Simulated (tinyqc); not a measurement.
Inter-valley coupling by envelope functions against a chain of atomic planes, step by step. Values are carried at full precision from step to step, so a last printed digit may differ when a step is redone from the rounded ones.

Chain: E(phi) = e0 + 2 v cos(phi) + 2 u cos(2 phi), cos(phi0) = -v/(4u), e0 = 2u + v^2/(4u); plane j = 0, 1, ... has the potential V_j = dE x_j + F (j - 30) a/4 (1 MV/m = 1e-4 V/angstrom). There are 30 barrier planes a side; with y = j - 29.5, x_j = xb (f(y) + f(Nw - y)), f(y) = 1/(1 + exp(y/L)), plus any Ge added in the well. The valley splitting is the spacing of the two lowest levels. Envelope theory: F_j solves a one-valley chain with hopping -b and diagonal 2b + V_j, b = 4u sin^2(phi0), sum F_j^2 = 1; the valleys couple by Dv = sum_j F_j^2 V_j exp(-2 i phi0 j) and split by 2|Dv|.

Constants: hbar^2/2m0 = 3.80998211 eV angstrom^2.

Values chosen for the exercise (near those of the Delta valleys of silicon in a SiGe well; not measured data): a = 5.431 angstrom (lattice constant; planes lie a/4 apart); u = 0.581 eV (second-neighbour hopping); v = 0.672 eV (nearest hopping); Nw = 39 (planes in the well); L = 0.75 planes (interface width); xb = 0.25 (Ge fraction of the barriers); dE = 0.65 eV (offset per unit Ge fraction); F = 0 MV/m (field); js = 47 (plane j of a Ge spike (the well starts at j = 30)); xs = 0.12 (Ge fraction added on that plane).

## Valley phase, mass and the wavelengths that couple the valleys

phi0; b = 4u sin^2(phi0); mass m/m0 = c/(b (a/4)^2), c = hbar^2/2m0. A potential couples the valleys if its phase advances by 2 phi0 a plane, or, since only whole planes count, by 2 pi - 2 phi0: periods pi/phi0 and pi/(pi - phi0) planes.

phi0 = 1.86414 rad
b = 2.12969 eV
mass = 0.9704 m0

periods (planes): pi/phi0 1.6853, pi/(pi - phi0) 2.4593

longer period = 3.3391 angstrom

## The smooth well

Lowest doublet of the chain and the envelope result.

level (meV): chain 10.122, envelope 10.160

splitting (micro-eV): chain 19.3, envelope 19.4

planes covered, 1/sum F^4 = 30.61
largest F_j^2 = 0.04376

The levels agree within 0.04 meV. A graded interface has little Fourier weight at 2 phi0, so the splitting is a small remainder of cancelling terms; the envelope value is 1.00 times that of the chain.

## One plane of added Ge, to first order

F_j^2 of the smooth well on that plane = 0.04293

F_j is the envelope on plane j (sum F_j^2 = 1) and Dv the coupling of the two valleys, which split by 2|Dv|. A single plane has Fourier weight at all wavelengths: it adds dE xs F_j^2 to |Dv|, so the splitting is about 2 dE xs F_j^2 if this term rules, and the mean of the doublet rises by dE xs F_j^2.

splitting = 6697 micro-eV
rise of the mean level = 3.349 meV

The chain with the spike gives 5630 micro-eV and a rise of 2.811 meV; the envelope solved with the spike gives 5603. First order is +19 % off: the state draws back from the spike, which the envelope solved anew includes.

## Checks

- Splitting with a weak spike (0.02) on plane j = 43 from the envelope against the chain (micro-eV): both 897.

tinyqc: `OMP_NUM_THREADS=1 python tinyqc.py 1450799 1450800 out.jsonl`; about 0.05 s, one thread, shared Intel(R) Xeon(R) Processor @ 2.30GHz.
